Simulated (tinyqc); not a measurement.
Precursor delivery and alloy composition in metal-organic vapour-phase epitaxy: one step, computed by the program tinyqc.

Carrier gas leaves each bubbler saturated. Group-III species cross a boundary layer and react at the surface; element 2 can also desorb. The film is (1)_(1-x) (2)_x V with a zinc-blende cell.

Question. Transport to the surface. Partial pressure p_i = p F_i/(44615 x total flow in slm); density n_i = p_i/(k_B T), 1 torr = 133.322 Pa; D = D0 (T/273.15)^1.75 (760/p), h = D/delta, the same for both; k_s = prefactor x exp(-energy/(k_B T)); arrival J_i = n_i/(1/h + 1/k_s); in layers per second g_i = J_i a^2/2 (two group-III sites per a^2 on (001)). Temperatures in kelvin are T(C) + 273.15.

Inputs (values chosen for the exercise, close to those used for InGaAs from TMGa and TMIn):
```
quantity                                 value      unit
source 1: bath temperature                   3         C
source 2: bath temperature                  18         C
total flow                                 7.2       slm
reactor pressure p                          40      torr
diffusivity D0 at 273.15 K and 760 torr   0.41    cm^2/s
boundary layer delta                         1        cm
prefactor of the surface rate k_s        8e+13      cm/s
energy of k_s                             1.81        eV
lattice constant a                        5.75  angstrom
growth temperature T                       580         C
```

molar flows (micromol/min): F1 157.4533, F2 34.63516

Constants: k_B = 1.380649e-23 J/K; k_B = 8.617333262e-05 eV/K.

Give: densities; h; k_s; arrival rates.

Answer.

densities (1/cm^3): n1 2.219e+14, n2 4.882e+13

h = 57.16 cm/s

k_s = 1625 cm/s

arrival rates (layers/s): g1 20.26, g2 4.456

Growth is transport-limited.
